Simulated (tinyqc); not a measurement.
What moves the results: trap in a gate oxide as a short-range spherical well. A value that a table varies takes the place of the one given here.

A spherical well of radius R and depth V0 below the conduction edge, one mass m, c = hbar^2/2m0. The s level at binding Et solves k cot(k R) = -kappa with k = sqrt(m (V0 - Et)/c), kappa = sqrt(m Et/c); it exists for V0 > Vc = c (pi/2R)^2/m. Outside, psi falls as exp(-kappa r)/r.

Lucovsky model (delta well, plane-wave final states, no local-field factor): sigma = (32 pi alpha c/(3 n_r m Et)) (x - 1)^(3/2)/x^3, x = h nu/Et, c = hbar^2/2m0; 1 angstrom^2 = 1e-16 cm^2.

Energies from the conduction edge of the channel. The trap level at depth x is E_T = dEc - Et - e Fox x (1 MV/cm = 0.01 eV/angstrom). An electron at the channel edge tunnels with the WKB exponent S = (4/3) sqrt(m/c) [dEc^(3/2) - (dEc - e Fox x)^(3/2)]/(e Fox), c = hbar^2/2m0; tau = t0 exp(S); the occupation is f = 1/(1 + exp((E_T - EF)/kB T)), tau_c = tau/f and tau_e = tau/(1 - f). Lattice relaxation is left out; a level below the channel edge needs phonons as well, so tau is then a lower bound, while a level above it can also empty elastically at its own energy, through a thinner barrier, faster than this tau.

Constants: hbar^2/2m0 = 3.80998211 eV angstrom^2; fine-structure constant alpha = 0.007297352564; kB = 8.617333262e-05 eV/K.

Parameters, chosen for this exercise (near those of SiO2 on Si; the results hold for these values, not for the real material):
- R = 4.5 angstrom (radius of the well)
- m = 0.468 m0 (mass)
- fV = (1.03, 1.1, 1.21, 1.66, 2.2, 3.16, 5.89) (V0/Vc)
- n_r = 1.45 (refractive index)
- xs = (1.08, 1.2, 1.54, 1.9, 2.28, 3.23, 3.6, 7.95) (photon energies h nu/Et)
- dEc = 3.12 eV (conduction offset to the channel)
- Fox = 1.5 MV/cm (oxide field, lowering levels away from the channel)
- t0 = 4.4 x 1e-11 s (time constant at the interface)
- T = 300 K (temperature)
- EF = -0.13 eV (Fermi level above the channel edge)
- ds = (3, 6, 9, 12, 15, 18) angstrom (depths)
- V0 = 5.29 eV (depth of the well)
- x = 10 angstrom (depth of the trap)

## From threshold to a deep level

Et against the depth at fixed R; near threshold Et = (pi^2/16)(V0 - Vc)^2/Vc.

Results:
```
V0/Vc  V0 (eV)    Et (eV)  threshold form (eV)  1/kappa (angstrom)  share outside
1.03     1.022  0.0005389            0.0005507               122.9          0.964
1.10     1.091   0.005703             0.006119                37.8          0.889
1.21     1.200    0.02342              0.02698                18.6          0.790
1.66     1.647     0.1814               0.2665                 6.7          0.532
2.20     2.182     0.4790               0.8811                 4.1          0.373
3.16     3.135      1.150                2.855                 2.7          0.235
5.89     5.843      3.439                14.63                 1.5          0.105
```

The threshold form holds to 10 % up to V0/Vc = 1.10 of those listed. There the state is mostly outside the well (96 % in the first row) and knows only Et, which is why a delta-well model works; more than half is inside from V0/Vc = 2.20 on. A second s level would need V0/Vc > 9.

## Neutral against charged centre

Et = 2.94802 eV

Lucovsky cross-section, its shape relative to the peak, and the shape of a hydrogen-like centre relative to threshold: x^-4 exp(4 - 4 atan(e)/e)/(1 - exp(-2 pi/e)), e = sqrt(x - 1).

Results:
```
x     h nu (eV)  sigma (1e-18 cm^2)  relative to peak  hydrogen-like
1.08      3.184               0.837             0.144          0.814
1.20      3.538                2.41             0.414          0.612
1.54      4.540                5.06             0.869          0.308
1.90      5.601                5.80             0.996          0.171
2.28      6.721                5.69             0.977          0.102
3.23      9.522                4.60             0.791          0.037
3.60     10.613                4.18             0.719          0.027
7.95     23.437                1.70             0.292          0.002
```

The short-range centre starts from zero, reaches half its peak at x = 1.24 and peaks at x = 2; in the last row it still has 29 % of the peak. The Coulomb centre is largest at threshold and is down to 0.2 % there. Reading the peak as the threshold would misplace the level by a factor 2, here 2.95 eV. Rows above the gap, about 9 eV, are hidden by band-to-band absorption.

## Depth of the trap

Each depth has its own level and time; the corner frequency is 1/(2 pi tau).

Results:
```
x (angstrom)  E_T (eV)      S  tau (s)  corner (Hz)      f
3                0.127   3.70  1.8e-09      8.9e+07  0.000
6                0.082   7.37  7.0e-08      2.3e+06  0.000
9                0.037  11.02  2.7e-06      5.9e+04  0.002
12              -0.008  14.64  0.00010      1.6e+03  0.009
15              -0.053  18.23   0.0036           44  0.048
18              -0.098  21.80     0.13          1.2  0.225
```

tau spans 7.9 decades, one decade for each 1.88 angstrom at the start and 1.94 at the end, where the field has thinned the barrier. Traps spread evenly in depth are thus spread nearly evenly in ln tau; if levels near EF exist at every depth, this sums to 1/f noise and to charging that grows as ln t. With the single Et of this table only depths where f is neither 0 nor 1 contribute. The level stays above EF at all these depths.

## What each parameter does

Et from the well, then the level and the time. Each row changes one parameter from the base and keeps the others.

Results:
```
case             Et (eV)  E_T (eV)  log10 tau (s)  ln(tau_c/tau_e)
base               2.948     0.022          -5.04              5.9
x = 12 angstrom    2.948    -0.008          -4.00              4.7
Fox = 2.5 MV/cm    2.948    -0.078          -5.09              2.0
dEc = 2.87 eV      2.948    -0.228          -5.27             -3.8
m = 0.515 m0       3.108    -0.138          -4.78             -0.3
V0 = 5.55 eV       3.178    -0.208          -5.04             -3.0
T = 350 K          2.948     0.022          -5.04              5.0
EF = -0.08 eV      2.948     0.022          -5.04              3.9
```

The largest shifts from the base row, up to three for each result and ties (the steps differ in size, so this ranks the rows, not the parameters). Et (eV): V0 +0.230, m +0.160; unchanged at the printed digits by x, Fox, dEc, T and EF. E_T (eV): dEc -0.250, V0 -0.230, m -0.160; unchanged at the printed digits by T and EF. log10 tau (s): x +1.05, m +0.26, dEc -0.22; unchanged at the printed digits by V0, T and EF. ln(tau_c/tau_e): dEc -9.7, V0 -8.9, m -6.2.

tinyqc: `OMP_NUM_THREADS=1 python tinyqc.py 1281630 1281631 out.jsonl`; about 0.01 s, one thread, shared Intel(R) Xeon(R) Processor @ 2.30GHz.
